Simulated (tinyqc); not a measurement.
Raising the surface concentration at fixed length: sheet resistance of a shallow doped layer with concentration-dependent mobility and limited activation. Computed by tinyqc, a small Python program. Command: `OMP_NUM_THREADS=1 python tinyqc.py 3013027 3013028 out.jsonl irvin walk`. One thread of a shared host (Intel(R) Xeon(R) Processor @ 2.30GHz), about 0.01 s of CPU time with the checks.

A layer of one dopant lies in a background of the opposite type. Current flows parallel to the surface down to the junction; depletion is ignored.

Inputs (values chosen for the exercise, modelled on boron in silicon):
```
quantity                          value        unit
surface concentration C_s       1.9e+20      1/cm^3
length l                             18          nm
background C_B                    2e+18      1/cm^3
mobility floor mu_min              49.4  cm^2/(V s)
mobility mu_max                     464  cm^2/(V s)
reference density N_r          1.68e+17      1/cm^3
exponent alpha                    0.691           -
prefactor of the active limit   7.9e+22      1/cm^3
energy of the active limit         0.73          eV
anneal temperature T                850           C
```

Profile: erfc.

Constants: k_B = 8.617333262e-05 eV/K; e = 1.602176634e-19 C.

Method:
- C(x) = C_s erfc(x/l).
- Temperatures in kelvin are T(C) + 273.15.
- Active limit C_a = prefactor x exp(-energy/(k_B T)); the junction lies where C = C_B, and the profile exceeds C_a down to x_a (zero if C_s is below C_a). Slope at the junction in nm per decade = ln(10) C/|dC/dx|.
- Active density N = min(C, C_a); carriers n = N - C_B; mobility mu = mu_min + (mu_max - mu_min)/(1 + ((N + C_B)/N_r)^alpha).
- Integrals from 0 to x_j, where C = C_B (Gauss-Legendre, 60 points on each smooth piece; 1 nm = 1e-7 cm): dose int C dx, carriers int n dx, mean mobility int n mu dx/int n dx, R_s = 1/(e int n mu dx).
- The last column drops the active limit.

active limit C_a = 4.18779e+19 1/cm^3

Layers:
```
C_s (1/cm^3)  x_j (nm)  dose (1/cm^2)  mean mu (cm^2/(V s))  R_s (ohm/square)  R_s if all active
3.00e+19        23.342     2.9466e+13                64.957            3874.9             3874.9
1.00e+20        29.610     1.0069e+14                59.971            1566.1             1143.8
2.00e+20        32.785     2.0230e+14                59.364            1236.7              581.2
5.00e+20        36.633     5.0703e+14                58.975            1000.6              237.8
1.00e+21        39.332     1.0148e+15                58.806             887.7              120.6
2.00e+21        41.882     2.0304e+15                58.689             804.6               60.9
```

What follows from these numbers?

R_s falls as C_s^-0.75 between the first rows and as C_s^-0.14 between the last. Below C_a = 4.2e19 the exponent is set by the mobility, which drops from 65 towards mu_min, and by compensation. Above C_a extra dose only widens the clipped region: in the last row R_s is 13.21 times the fully active value. Caution: in rows with more than about 2e20 active atoms per cm^3 measured mobilities fall further than this form.
